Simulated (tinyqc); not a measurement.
Resistance of a source-drain extension with a graded tip: one step of the calculation.

y runs along the channel, the gate covers y > 0. The doping is N0 for y < y0 and N0 10^(-(y - y0)/la) beyond, uniform over the depth xj. Sheet conductance s(y) = q mu(N) max(N - Nch, 0) xj + (for y > 0) ma Cox Vo, with mu(N) = u0 + (u1 - u0)/(1 + (N/Nr)^au) and Cox = eps0 eox/tox. Current is taken as one-dimensional; depletion of the tip, spreading and the contact are left out. The metallurgical junction lies at yj, where N = Nch.

Question. Sheet resistances and junction position. yj = y0 + la log10(N0/Nch); sheet resistance of the full extension 1/[q mu(N0)(N0 - Nch) xj] and of the gate-induced layer 1/(ma Cox Vo); metallurgical length Lg - 2 yj; ye is where the doped and the gate-induced conductances are equal.

Parameters, values chosen for the exercise; mobility law close to that of electrons in silicon:
- eox = 21.9 (relative permittivity of the gate insulator (close to hafnium oxide))
- tox = 10 nm (insulator thickness)
- N0 = 5.7e19 cm^-3 (active doping of the extension far from the gate)
- la = 3.4 nm/decade (lateral abruptness)
- y0 = -0.6 nm (position under the gate where the fall begins (gate edge at 0))
- xj = 20 nm (depth of the extension)
- Nch = 1e18 cm^-3 (channel doping)
- Vo = 0.63 V (gate overdrive)
- ma = 230 cm^2/(V s) (mobility of the gate-induced layer)
- u1 = 1414 cm^2/(V s) (mobility at low doping)
- u0 = 68.5 cm^2/(V s) (mobility at high doping)
- Nr = 9.2e16 cm^-3 (reference doping)
- au = 0.711 (exponent)
- Lg = 50 nm (gate length)

Constants: q = 1.602176634e-19 C, eps0 = 8.8541878128e-14 F/cm where lengths are in cm. Results are converted to the units shown.

Find: yj; sheet resistance of the extension; sheet resistance of the induced layer; metallurgical length; ye; N at ye.

Answer.

yj = 5.370 nm
sheet resistance of the extension = 677.3 ohm/square
sheet resistance of the induced layer = 3559 ohm/square
metallurgical length = 39.26 nm
ye = 2.260 nm
N at ye = 8.216e18 cm^-3

The gate takes over 3.11 nm before the junction, where N is still 8.22 times the channel doping.

Computed by the program tinyqc: `OMP_NUM_THREADS=1 python tinyqc.py 2282086 2282087 out.jsonl`, one thread of a shared Intel Xeon 2.30GHz, about 0.03 s for the whole run.
